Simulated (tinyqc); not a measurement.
Precursor delivery by bubblers, mass-transport growth and the solid composition of a III-V alloy. From growth rate back to carrier flow F1. Computed by tinyqc, a small Python program. Command: `OMP_NUM_THREADS=1 python tinyqc.py 3018732 3018733 out.jsonl movpe_thermo inv`. One thread of a shared host (Intel(R) Xeon(R) Processor @ 2.30GHz), about 0.02 s of CPU time with the checks.

1 sccm = 44.615 micromol/min; 1 torr = 133.322 Pa. The sources decompose fully at the surface.

Inputs (values chosen for the exercise, modelled on triethylgallium (source 1) and trimethylindium (source 2) for the vapour pressures): bath temperature T1 = 292 K; bath temperature T2 = 292 K; bubbler pressure p_b = 1000 torr; carrier flow F2 = 22 sccm; total flow F_t = 10 slm; group-V flow F_V = 140 sccm; reactor pressure p = 760 torr; growth temperature T = 970 K; diffusivity at 273 K and 760 torr = 0.33 cm^2/s; flow cross-section A = 71 cm^2; distance from the leading edge z = 7.5 cm; lattice constant a = 5.91 angstrom; interaction L0 of the solid = 12.9 kJ/mol; log10 of p_B,eq over pure BC at 1000 K and 1 torr of group V (exaggerated: liquid indium has about -4.1) = -2.2 log10 torr; enthalpy of that equilibrium H = 259 kJ/mol.

Alloy: mixing on the group-III sites, with desorption of B.

constants a, b of source 1 (log10 torr, K): [8.073, 2162]

constants a, b of source 2 (log10 torr, K): [10.49, 3014]

Constants: k_B = 1.380649e-23 J/K; R = 8.314462618 J/(mol K).

Method:
- log10 p_v = a - b/T_bath; molar flow = F x 44.615 x p_v/(p_b - p_v) for a saturated bubbler.
- p_i = p n_i/(44615 F_t), F_t in slm; p_V = p F_V/(1000 F_t), counted per molecule supplied; V/III = 44.615 F_V/(n1 + n2); vapour fraction of source 2 = n2/(n1 + n2).
- Mean velocity u = (F_t/A)(760/p)(T/273); D = D0 (T/273)^1.75 (760/p); boundary layer delta = sqrt(pi D z/u); flux = D dp/(delta k_B T); growth rate = flux x a^3/4.
- A sticks fully. B desorbs: its surface pressure is p_B* = x gamma_B K/sqrt(p_V), ln gamma_B = L0 (1 - x)^2/(R T), K = 10^(log10 K at 1000 K) exp[-(H/R)(1/T - 1/1000)], p_V in torr. With equal diffusivities x = (p_2 - p_B*)/(p_1 + p_2 - p_B*). Growth rate = rate per torr x p_1/(1 - x).

Task: A run gave the result below. Find the carrier flow F1, known to lie between 50 and 73 sccm.

growth rate = 0.4627707 micrometre/h

Result:

Each step takes the trial c = (a f_b - b f_a)/(f_b - f_a), f being the result less the target and a, b, c the logarithms of the listed values; c replaces end b, the old b replaces a if the sign of f changed, and otherwise f_a is halved.

Scan of the range:
```
carrier flow F1 (sccm)  growth rate (micrometre/h)
50.0                                      0.383196
53.3                                      0.405928
56.7                                      0.429335
60.4                                      0.454792
64.3                                      0.481611
68.5                                      0.510477
73.0                                      0.541389
```

False position (Illinois rule, in the logarithm of the input) inside the bracket:
```
step    end a    end b    trial  growth rate (micrometre/h)
1     60.4000  64.3000  61.5348                    0.462598
2     64.3000  61.5348  61.5595                    0.462767
3     64.3000  61.5595  61.5605                    0.462774
4     61.5595  61.5605  61.5600                    0.462771
```

Growth rate rises at every point of a 13-point scan of the range (every second point is shown), so one value fits; it is bracketed by 60.4 and 64.3. Answer: carrier flow F1 = 61.56 sccm.

Caution: the boundary layer is a quarter or more of the root of the cross-section, so it fills much of the channel and depletion along the flow matters.
